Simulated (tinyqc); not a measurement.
Classical Heisenberg spin chain: exact results, Metropolis, heat-bath and over-relaxation steps, and a Monte Carlo run: one step, computed by the program tinyqc.

E = -J sum_i s_i . s_(i+1) for unit vectors s_i on an open chain; K = J/(k_B T).

Question. Four single-spin steps. The given spins are first normalised. Spins 2 and 3 are updated in turn, with h = K (sum of the two neighbours). Heat bath: cos(theta) = 1 + ln(1 - r1 (1 - exp(-2 |h|)))/|h| about n = h/|h|, azimuth 2 pi r2 = phi in the frame a = n x z/|n x z|, b = n x a: s = n cos(theta) + sin(theta)(a cos(phi) + b sin(phi)); r1, r2 are the first two numbers of the row.

Inputs (values chosen for the exercise, for a model chain of large moments): temperature T = 33.3 K.

Update: heat bath.

four neighbouring spins (rows; components x, y, z):
```
        1        2        3
1  0.1067  -0.8061   0.5821
2  0.3427   0.8530  -0.3937
3  0.1527  -0.1845   0.9709
4  0.5193  -0.7323   0.4406
```

random numbers, one row a step:
```
        1       2       3
1  0.5426  0.5485  0.6378
2  0.2515  0.4782  0.4947
3  0.1263  0.4243  0.0335
4  0.7984  0.5160  0.2311
```

K = -3.415143

Give: the table «Steps» with the columns |h|, h . s before, h . s after, move, x, y, z.

Answer.

Steps:

| spin | \|h\| | h . s before | h . s after | move | x | y | z |
|---|---|---|---|---|---|---|---|
| 2 | 6.3528 | 4.6701 | 5.5707 | heat bath | -0.59639 | 0.46727 | -0.65266 |
| 3 | 1.1887 | 0.5764 | 0.9297 | heat bath | -0.40494 | 0.81772 | 0.40909 |
| 2 | 3.5352 | 1.5833 | 3.4003 | heat bath | 0.16673 | 0.23692 | -0.95712 |
| 3 | 3.3856 | 3.0537 | 1.7887 | heat bath | -0.82413 | -0.44688 | 0.34800 |
